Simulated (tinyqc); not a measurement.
Pressure series at fixed power: global model of a low-pressure process discharge: electron temperature, density, ion flux and ion energy. Computed by tinyqc, a small Python program. Command: `OMP_NUM_THREADS=1 python tinyqc.py 3110105 3110106 out.jsonl plasma walk`. One thread of a shared host (Intel(R) Xeon(R) Processor @ 2.30GHz), about 0.01 s of CPU time with the checks.

Maxwellian electrons with temperature T_e in eV, one positive ion, no negative ions, uniform bulk density n; rate constants have the Arrhenius form.

Inputs (values chosen for the exercise, of the order of those of an inductive discharge in a simple atomic gas):
```
quantity                      value   unit
ion mass M                       40      u
ionisation prefactor K0     2.6e-14  m^3/s
ionisation energy E_iz         16.3     eV
excitation prefactor X0     6.3e-15  m^3/s
excitation energy E_ex         10.2     eV
elastic rate constant K_el  1.8e-13  m^3/s
ion-neutral cross section   8.9e-19    m^2
gas temperature T_g             400      K
radius R                         17     cm
height L                        8.4     cm
absorbed power P                150      W
```

Constants: k_B = 1.380649e-23 J/K; e = 1.602176634e-19 C; u = 1.6605390666e-27 kg; m_0 = 9.1093837015e-31 kg.

Method:
- n_g = p/(k_B T_g), lambda_i = 1/(n_g sigma), K_iz = K0 exp(-E_iz/T_e), h_L = 0.86/sqrt(3 + L/(2 lambda_i)), h_R = 0.8/sqrt(4 + R/lambda_i), A_eff = 2 pi R^2 h_L + 2 pi R L h_R and d_eff = pi R^2 L/A_eff follow p.
- Particle balance: K0 exp(-E_iz/T_e) n_g d_eff = u_B, u_B = sqrt(e T_e/M).
- E_c = E_iz + (X0 exp(-E_ex/T_e) E_ex + K_el (3 m_0/M) T_e)/K_iz; E_T = E_c + (5/2) T_e + (T_e/2) ln(M/(2 pi m_0)); n = P/(e u_B A_eff E_T); J = e h_L n u_B. Pressures without a root below 2 E_iz are left out.

Against pressure:
```
p (Pa)  T_e (eV)  E_c (eV)  E_T (eV)  n (1/cm^3)  J (mA/cm^2)
0.1       8.1250     21.55     79.89  2.4267e+10       0.7720
0.2       5.4201     23.95     62.86  4.1964e+10       1.0020
0.5       3.7697     28.85     55.91  7.0409e+10       1.1578
1.0       3.0456     34.80     56.66  9.7107e+10       1.1603
2.0       2.5435     43.94     62.20  1.2723e+11       1.0678
5.0       2.0810     64.14     79.08  1.6631e+11       0.8458
10.0      1.8275     89.79    102.91  1.8939e+11       0.6517
20.0      1.6288    131.16    142.85  2.0246e+11       0.4701
```

What follows from these numbers?

T_e falls from 8.12 to 1.63 eV, n changes by a factor 8.3 and J by 0.61; in J = P h_L/(A_eff E_T), E_T changes by a factor 1.79 and is least at 0.5 Pa, between wall losses at high T_e and excitation losses at low T_e.

Extremes, crossings and ranges named in words are read from the listed rows.
